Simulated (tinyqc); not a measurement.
Inside a calculation: mean-field antiferromagnet of the Hubbard model on the square lattice. Values are carried at full precision from step to step, so a last printed digit may differ when a step is redone from the rounded ones.

e(k) = -2 t (cx + cy) - 4 t2 cx cy, ci = cos ki; one electron a site; Q = (pi, pi). <n_up - n_dn> = m cos(Q.R) gives Delta = U m/2 and bands E = e+ -/+ sqrt(e-^2 + Delta^2), e+- = (e(k) +- e(k + Q))/2 (the constant U/2 is dropped). Means run over the mesh k_i = 2 pi (j + 1/2)/N of the whole zone: mu from mean(f(E-) + f(E+)) = 1; m(out) = mean of Delta (f(E-) - f(E+))/sqrt(e-^2 + Delta^2); free energy per site F = -kT mean[ln(1 + exp(-(E- - mu)/kT)) + ln(1 + exp(-(E+ - mu)/kT))] + mu + U m^2/4. Order at T > 0 in two dimensions is an artefact of mean field.

Constants: kB = 8.617333262e-05 eV/K.

Inputs chosen for the exercise: t = 1.17 eV (nearest hopping); t2 = 0 eV (second hopping); N = 8 (mesh); U = 10.33 eV (on-site repulsion); m0 = 0.88 (starting staggered moment); T = 600 K.

## Folded levels on the mesh

Collect the points with equal |e-| and e+.

Classes of points:

| \|e-\| (eV) | e+ (eV) | points |
|---|---|---|
| 0.00000 | 0.00000 | 16 |
| 1.26640 | 0.00000 | 16 |
| 1.79096 | 0.00000 | 8 |
| 3.05736 | 0.00000 | 16 |
| 4.32376 | 0.00000 | 8 |

## One mean-field step

From m = m0 form Delta, the two bands of each class and m(out).

Delta = 4.5452 eV

E-, E+ and Delta/sqrt(e-^2 + Delta^2) of each class:

| \|e-\| (eV) | E- (eV) | E+ (eV) | Delta/sqrt(e-^2 + Delta^2) |
|---|---|---|---|
| 0.0000 | -4.5452 | 4.5452 | 1.0000 |
| 1.2664 | -4.7183 | 4.7183 | 0.9633 |
| 1.7910 | -4.8853 | 4.8853 | 0.9304 |
| 3.0574 | -5.4778 | 5.4778 | 0.8297 |
| 4.3238 | -6.2733 | 6.2733 | 0.7245 |

m(out) = 0.9051

m(out) is above m0, so the next step starts from a larger moment.

## Self-consistency

Repeat with m = m(out) until |m(out) - m| < 1e-8; F(0) is the free energy at m = 0.

Iterations:

| step | m | Delta (eV) | m(out) | F (eV) |
|---|---|---|---|---|
| 1 | 0.880000 | 4.54520 | 0.905129 | -3.080265 |
| 2 | 0.905129 | 4.67499 | 0.909029 | -3.082152 |
| 3 | 0.909029 | 4.69513 | 0.909614 | -3.082197 |
| 4 | 0.909614 | 4.69816 | 0.909701 | -3.082198 |
| 5 | 0.909701 | 4.69861 | 0.909714 | -3.082198 |
| 6 | 0.909714 | 4.69867 | 0.909716 | -3.082198 |
| 7 | 0.909716 | 4.69868 | 0.909716 | -3.082198 |
| 8 | 0.909716 | 4.69869 | 0.909717 | -3.082198 |
| 9 | 0.909717 | 4.69869 | 0.909717 | -3.082198 |

m = 0.9097
Delta = 4.6987 eV
lowest E+ minus highest E- on the mesh = 9.3974 eV
F - F(0) = -1219.00 meV

Converged in 9 steps. The ordered state lies 1219.00 meV a site below the paramagnet and is an insulator on this mesh. A mesh of N = 48 gives m = 0.910 and F - F(0) = -1183.2 meV.

## Checks

- Energy gain at U = 400 t against the exchange limit -z t^2/U a site (z neighbours), counted from -U/4 (eV): both -0.0117.

Computed by tinyqc, a small Python program: `OMP_NUM_THREADS=1 python tinyqc.py 1680299 1680300 out.jsonl` (the numbers bound the seed that draws the inputs); one thread of a shared host (Intel(R) Xeon(R) Processor @ 2.30GHz), about 0.1 s for the whole set of steps.
